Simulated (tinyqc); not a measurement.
From results back to parameters: short-period [001] superlattice in sp3s* tight binding. Two cases, with inputs chosen for the exercise.

Problem. The lowest empty level at q = 0 of a cell with n = nw and m = 6 was computed for a hidden offset dEv between 0.05 and 0.9 eV.

Planes alternate anion, cation along [001], a/4 apart; at zero in-plane momentum s, pz, s* form one block. All levels of A are shifted so that its Ev (lower root of [[Epa, Vxx], [Vxx, Epc]]) is 0, and those of B so that its Ev is -dEv. A monolayer is an anion plane and the cation plane above it; an anion between unlike cations takes the mean of the two anion levels; each bond takes the couplings of its cation. Block from an anion to the cation above: U with Vss/2 (s,s), Vsapc/2 (s,z), -Vscpa/2 (z,s), Vxx/2 (z,z), Vxapc/2 (s*,z), -Vpaxc/2 (z,s*); to the cation below: the same with the s-z and s*-z signs reversed. The cell of n + m monolayers is closed with the phase exp(2 pi i q). No spin-orbit coupling. In this block 2 (n + m) levels are filled.

Find: dEv.

Case 1.

Values chosen (out of a larger set: A near a published set for GaAs, B for AlAs; not measured data): pA = (-8.328, 1.039, -2.661, 3.676, 8.611, 6.738, -6.458, 1.949, 5.084, 4.469, 5.799, 4.828, 4.802) eV (order Esa, Epa, Esc, Epc, Exa, Exc, Vss, Vxx, Vxy, Vsapc, Vscpa, Vxapc, Vpaxc); pB = (-7.505, 0.983, -1.164, 3.589, 7.473, 6.726, -6.68, 1.876, 4.288, 5.104, 5.485, 4.528, 4.999) eV (the same for B); nw = 19 (monolayers of A).

level = 1.621067 eV

Solution.

dEv = 0.26 eV

The level falls as dEv grows, since the conduction edges of B come down with it: 1.6243 eV at 0.05 and 1.3954 eV at 0.9. Bisection finds the one offset that fits; the slope there is -0.016, about minus the weight of the state in B.

Case 2.

Values chosen (out of a larger set: A near a published set for GaAs, B for AlAs; not measured data): pA = (-8.332, 1.038, -2.66, 3.67, 8.611, 6.741, -6.456, 1.951, 5.084, 4.482, 5.768, 4.837, 4.805) eV (order Esa, Epa, Esc, Epc, Exa, Exc, Vss, Vxx, Vxy, Vsapc, Vscpa, Vxapc, Vpaxc); pB = (-7.546, 0.981, -1.164, 3.578, 7.475, 6.708, -6.659, 1.883, 4.292, 5.104, 5.51, 4.51, 4.99) eV (the same for B); nw = 11 (monolayers of A).

level = 1.680145 eV

Solution.

dEv = 0.60 eV

The level falls as dEv grows, since the conduction edges of B come down with it: 1.7098 eV at 0.05 and 1.4122 eV at 0.9. Bisection finds the one offset that fits; the slope there is -0.106, about minus the weight of the state in B.

Computed by tinyqc, one run a case: `OMP_NUM_THREADS=1 python tinyqc.py N N+1 out.jsonl` with N = 1481848, 1481876; one thread of a shared Intel(R) Xeon(R) Processor @ 2.30GHz, about 0.6 s a run at most.
